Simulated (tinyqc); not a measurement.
Balance functions: hot carriers by balance equations with a heated Maxwellian. Computed by tinyqc, a small Python program. Command: `OMP_NUM_THREADS=1 python tinyqc.py 3029460 3029461 out.jsonl hot walk`. One thread of a shared host (Intel(R) Xeon(R) Processor @ 2.30GHz), about 0.01 s of CPU time with the checks.

The carriers follow a Maxwellian at an electron temperature T_e, slightly displaced; the drift energy is neglected against k_B T_e. The balance averages the rate, not the time, so mu_0 lies below the relaxation-time value.

Inputs (values chosen for the exercise, modelled on electrons in germanium):
```
quantity                                          value       unit
effective mass m                                  0.224        m_0
density rho                                        5323     kg/m^3
sound velocity v_l                                 5420        m/s
acoustic deformation potential D_A                  9.9         eV
phonon energy hbar w                               30.7        meV
optical or intervalley deformation potential D_o    5.6  1e8 eV/cm
final valleys Z_f                                     3          -
lattice temperature T                               300          K
```

Band: parabolic. Solver: damped fixed point.

Constants: k_B = 8.617333262e-05 eV/K; k_B = 1.380649e-23 J/K; e = 1.602176634e-19 C; hbar = 1.054571817e-34 J s; m_0 = 9.1093837015e-31 kg; hbar = 6.582119569e-16 eV s.

Method:
- Parabolic band: E = hbar^2 k^2/(2 m), speed v = hbar k/m, states per spin, volume and energy g(E) = m k/(2 pi^2 hbar^2). Masses are multiplied by m_0 and all formulas are in SI units.
- Phonon occupation N_q = 1/(exp(hbar w/(k_B T)) - 1).
- Acoustic deformation potential (elastic, equipartition, absorption and emission together): 1/tau = 2 pi k_B T D_A^2 g(E)/(hbar rho v_l^2).
- Optical or intervalley deformation potential: 1/tau = (pi Z_f D_o^2/(rho w)) [N_q g(E + hbar w) + (N_q + 1) g(E - hbar w)], with g = 0 below the band edge.
- Averages over the Maxwellian, <y> = int y x^(1/2) exp(-x) dx / int x^(1/2) exp(-x) dx with x = E/(k_B T_e), split at x_0 = hbar w/(k_B T_e): 64 Gauss-Legendre points in sqrt(x) below it and 128 in sqrt(x - x_0) above it, up to x = 32. Momentum balance: mu(T_e) = e/(m nu), nu = <x (sum of rates)>/<x>. Power lost per carrier: P(T_e) = hbar w <emission rate - absorption rate> + <(2 m v_l^2/(k_B T)) (E - 2 k_B T) acoustic rate>.
- The field that sustains T_e follows from e mu F^2 = P.

Against the electron temperature:
```
T_e (K)  mu (cm^2/(V s))  P optical (1e9 eV/s)  P acoustic (1e9 eV/s)  F (kV/cm)  drift velocity (1e7 cm/s)
330               1601.1                  2.80             2.5483e-02      1.328                    0.21254
390               1440.5                  8.10             8.3108e-02      2.384                    0.34339
480               1269.8                 15.35             1.8440e-01      3.497                    0.44409
600               1114.8                 23.85             3.4361e-01      4.658                    0.51928
900                889.4                 41.01             8.4167e-01      6.859                    0.61008
1500               677.6                 65.91             2.1732e+00     10.024                    0.67919
2400               531.1                 92.84             4.8105e+00     13.559                    0.72017
3600               431.8                120.16             9.2583e+00     17.313                    0.74753
```

What does the comparison show, and why?

Optical phonons take 99 % of the power in the first row and 93 % in the last. The velocity grows as F^0.82 at first and as F^0.15 at the end, so it levels off; if optical phonons alone set both balances the limit at high T_e would be sqrt(3 hbar w tanh(hbar w/2 k_B T)/(4 m)) = 0.98 in the same unit. Rows above 1400 K (k_B T_e > 0.12 eV) stretch the parabolic band.
